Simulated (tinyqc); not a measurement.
Ballistic Schottky-barrier transistor with a two-dimensional channel, WKB contacts: two steps of the calculation.

Source Fermi level 0, drain Fermi level -Vd. Far from the contacts Ec = pn - psi, and the gate moves psi one to one; the band edges relax as exp(-x/lam) from pn at the source and pn - Vd at the drain; Ev = Ec - Eg. A carrier of energy w inside the channel band meets at a contact a barrier of height D (the contact edge beyond the channel edge): T = 1 for w >= D, else exp(-S), S = 4 lam sqrt(m/C) [sqrt(D - w) - sqrt(w) arctan sqrt((D - w)/w)], C = hbar^2/(2 m0). The two contacts combine as Ts Td/(Ts + Td - Ts Td).

Inputs (values chosen for the exercise); channel values close to those of a molybdenum disulphide layer:
- T = 300 K (temperature)
- pn = 0.18 eV (barrier for electrons at both contacts)
- mn = 0.48 m0 (electron mass)
- g = 2 (valleys or subbands)
- lam = 4.3 nm (screening length at the contacts)
- Vd = 0.1 V (drain bias)
- ps = 0.15 V (band shift psi of the channel by the gate)
- w0 = 0.11 eV (energy of one carrier inside the channel band)
- wm = 0.33 eV (upper end of the grid)
- nE = 13 (points of the grid)

Constants: q = 1.602176634e-19 C, kB = 1.380649e-23 J/K, hbar = 1.054571817e-34 J s, h = 6.62607015e-34 J s, m0 = 9.1093837015e-31 kg, Vt = kB T/q, hbar^2/(2 m0) = 0.0380998212 eV nm^2. Results are converted to the units shown.

Problem 1. Transmission of one of the electrons. S and T at both contacts for w = w0, and the tunnelling distance lam ln(D/w) at the higher barrier.

D for electrons (eV): source 0.15000000, drain 0.05000000

Find: S at the source; S at the drain; combined T; tunnelling distance.

Solution 1.

S at the source = 1.2227
S at the drain = 0
combined T = 0.29445
tunnelling distance = 1.3337 nm

Problem 2. Current of the electrons on a coarse grid. I/W = g (2 q^2/h) int T(w) [N(Es + w) - N(Ed + w)] dw with w the energy of motion along the channel, N(y) = (1/2 pi) sqrt(pi m kB T/C) Fm(-y/kB T), Fm(x) = (1/sqrt(pi)) int_0^infinity u^(-1/2)/(1 + exp(u - x)) du. Electrons: Ds = psi, Dd = psi - Vd, Es = Ec, Ed = Ec + Vd. Holes: Ds = -psi, Dd = Vd - psi, Es = -Ev, Ed = -Ev - Vd. The size of each current is taken; both flow from drain to source and add. Simpson's rule on nE equally spaced w from 0 to wm.

Wanted: w; Ts; Td; T; size of the supply difference; current.

Solution 2.

```
point,w (eV),Ts,Td,T,size of the supply difference (1/um)
0,0.00000,5.3858e-11,1.1785e-6,5.3856e-11,40.472
1,0.02750,4.7996e-5,0.18029,4.7986e-5,15.824
2,0.05500,0.0035543,1.0000,0.0035543,5.7304
3,0.08250,0.051441,1.0000,0.051441,2.0123
4,0.11000,0.29445,1.0000,0.29445,0.69878
5,0.13750,0.82182,1.0000,0.82182,0.24170
6,0.16500,1.0000,1.0000,1.0000,0.083485
7,0.19250,1.0000,1.0000,1.0000,0.028823
8,0.22000,1.0000,1.0000,1.0000,0.0099494
9,0.24750,1.0000,1.0000,1.0000,0.0034342
10,0.27500,1.0000,1.0000,1.0000,0.0011854
11,0.30250,1.0000,1.0000,1.0000,4.0914e-4
12,0.33000,1.0000,1.0000,1.0000,1.4122e-4
```

current = 2.8181 uA/um

Range of the model: No scattering, image-force lowering, channel charge or band-to-band tunnelling; parabolic kappa overstates S deep in the gap.

tinyqc, about 0.2 s, one thread, Intel Xeon 2.30GHz (shared host): `OMP_NUM_THREADS=1 python tinyqc.py 2390032 2390033 out.jsonl`
